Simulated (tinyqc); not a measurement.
From results back to parameters: cyclotron resonance of ellipsoidal valleys, Si type. Three cases, with inputs chosen for the exercise.

Problem. The cyclotron masses of the valleys [100] and [001] at this angle were computed from hidden ml and mt.

Valleys along [100], [010], [001] (each with its opposite partner), mass ml along the axis and mt across it. B lies in the (1-10) plane, b = (sin(theta)/sqrt2, sin(theta)/sqrt2, cos(theta)). For the angle phi between B and the axis, 1/mc^2 = cos^2(phi)/mt^2 + sin^2(phi)/(mt ml). Resonance: h nu = 2 muB B/mc, h = 2 pi hbar.

Find: X = 1/mt^2; Y = 1/(mt ml); mt; ml.

Case 1.

Values chosen (out of a larger set: near those of Si; not measured data): theta = 74 degrees (angle of B from [001] towards [110]).

mc of [100] = 0.256036 m0
mc of [001] = 0.374379 m0

Solution.

X = 1/mt^2 = 26.57
Y = 1/(mt ml) = 5.537
mt = 0.194 m0
ml = 0.93 m0

With cos^2(phi) = 0.4620 and 0.0760, the two values of 1/mc^2 are linear equations for X and Y; mt = 1/sqrt(X), ml = sqrt(X)/Y.

Case 2.

Values chosen (out of a larger set: near those of Si; not measured data): theta = 62 degrees (angle of B from [001] towards [110]).

mc of [100] = 0.262746 m0
mc of [001] = 0.306395 m0

Solution.

X = 1/mt^2 = 28.29
Y = 1/(mt ml) = 5.665
mt = 0.188 m0
ml = 0.94 m0

With cos^2(phi) = 0.3898 and 0.2204, the two values of 1/mc^2 are linear equations for X and Y; mt = 1/sqrt(X), ml = sqrt(X)/Y.

Case 3.

Values chosen (out of a larger set: near those of Si; not measured data): theta = 76 degrees (angle of B from [001] towards [110]).

mc of [100] = 0.254553 m0
mc of [001] = 0.378776 m0

Solution.

X = 1/mt^2 = 26.30
Y = 1/(mt ml) = 5.769
mt = 0.195 m0
ml = 0.89 m0

With cos^2(phi) = 0.4707 and 0.0585, the two values of 1/mc^2 are linear equations for X and Y; mt = 1/sqrt(X), ml = sqrt(X)/Y.

Computed by tinyqc, one run a case: `OMP_NUM_THREADS=1 python tinyqc.py N N+1 out.jsonl` with N = 1281157, 1281165, 1281166; one thread of a shared Intel(R) Xeon(R) Processor @ 2.30GHz, about 0.01 s a run at most.
